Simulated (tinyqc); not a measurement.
Length of a polyene: Hueckel, PPP and singles CI along the polyenes. Computed by the program tinyqc. 

All-trans chains of carbon centres 1.40 angstrom apart:
```
parameter                               value
beta (eV), times 1 +/- alternation  -2.260000
alternation                          0.050000
W (eV)                              11.160000
gamma_rr (eV)                       11.330000
repulsion formula                          MN
```

Hueckel uses the same beta without repulsion; CIS keeps all single excitations and so misses the low, doubly excited 2Ag state. W is the valence ionisation energy of a centre, MN the Mataga-Nishimoto formula, f the oscillator strength.

Gaps and excitations (eV):
```
centres  Hueckel gap  PPP orbital gap  bright singlet (CIS)      f  lowest triplet (CIS)
2              4.746           10.137                 7.715  0.661                 1.777
4              3.062            7.867                 5.441  1.030                 1.029
6              2.295            6.723                 4.390  1.452                 0.699
8              1.860            6.037                 3.770  1.848                 0.522
10             1.582            5.583                 3.361  2.218                 0.413
12             1.389            5.264                 3.073  2.567                 0.342
14             1.248            5.029                 2.861  2.898                 0.293
```

The Hueckel gap tends to 4 x alternation x |beta| = 0.45 eV for long chains. Exchange opens the PPP orbital gap, and the attraction of electron and hole brings the bright state 2.17 eV below it at 14 centres; the triplet lies 2.57 eV lower still.
